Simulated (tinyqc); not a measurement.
Diffused layer (Gaussian), carriers, mobility and sheet resistance: effect of the temperature.

An n-type layer from the surface x = 0 to the junction xj, N(x) = N0 exp(-(x/Ld)^2). Local neutrality (no depletion at surface or junction, no spilling of carriers), intrinsic carriers neglected, full ionisation of active dopants.

xj = Ld sqrt(ln(N0/Nb)). Active dopant A = min(N, Ns); n = A - Nb; mobility mu = m1 + (m2 (T/300 K)^(-bt) - m1)/(1 + ((A + Nb)/Nr)^am). Dose = integral of N, carrier sheet density = integral of n, 1/Rs = q integral of n mu, mean mobility 1/(q Rs sheet density), Hall mobility (unit Hall factor) = integral of n mu^2 over integral of n mu, Hall sheet density = (integral of n mu)^2/integral of n mu^2; all from 0 to xj. Integrals on 4000 steps.

Values chosen for this exercise; values close to those of phosphorus in silicon over a p-type background: background doping of the opposite type Nb = 8.6e14 cm^-3; peak chemical concentration N0 = 2.6e19 cm^-3; mobility limit at high doping m1 = 70.5 cm^2/(V s); mobility limit at low doping, at 300 K m2 = 1370 cm^2/(V s); reference doping of the mobility law Nr = 9.42e16 cm^-3; exponent of the mobility law am = 0.723; temperature exponent of m2 bt = 1.9; solubility limit of active dopant Ns = 3.86e20 cm^-3; diffusion length 2 sqrt(D t) Ld = 54 nm.

Constants: q = 1.602176634e-19 C. Results are converted to the units shown.

The same in every row: xj (nm) = 173.4; dose (cm^-2) = 1.244e14; carriers (cm^-2) = 1.244e14.

Effect of the temperature:

| T (K) | Rs (ohm/square) | mean mobility (cm^2/(V s)) | Rs xj (ohm nm) | Hall/true sheet density |
|---|---|---|---|---|
| 150 | 233.4 | 215.0 | 4.048e4 | 0.6273 |
| 200 | 327.3 | 153.3 | 5.677e4 | 0.7227 |
| 250 | 404.7 | 124.0 | 7.019e4 | 0.8034 |
| 300 | 465.7 | 107.7 | 8.077e4 | 0.8642 |
| 350 | 513.2 | 97.76 | 8.901e4 | 0.9072 |
| 400 | 550.1 | 91.20 | 9.541e4 | 0.9365 |
| 450 | 579.0 | 86.64 | 1.004e5 | 0.9563 |

As T goes from 150 to 450, xj stays at 173 nm, Rs rises from 233 to 579 ohm/square, the mean mobility falls from 215 to 86.6 cm^2/(V s) and the share of the dose that conducts stays at 100 %.

Program tinyqc, `OMP_NUM_THREADS=1 python tinyqc.py 2110004 2110005 out.jsonl`; Intel Xeon 2.30GHz, shared host, one thread, about 0.01 s.
